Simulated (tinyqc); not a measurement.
# Scale length and length offset from two DIBL values

Question. DIBL = exp(-Le/(2 l)) + 2 exp(-Le/l) with Le = L - dL. Find l, dL and the drawn length for a DIBL of 100 mV/V.

DIBL at drawn lengths 97 and 150 nm (mV/V): 73.774791  14.106110

Solution. With e = exp(-Le/(2 l)), 2 e^2 + e = DIBL gives e and so Le/l at each length; Le/l is a straight line in L with slope 1/l.

l = 17.0 nm
dL = 4.20 nm
length for 100 mV/V = 87.8 nm

tinyqc, about 0.01 s, one thread, Intel Xeon 2.30GHz (shared host): `OMP_NUM_THREADS=1 python tinyqc.py 2002136 2002137 out.jsonl`
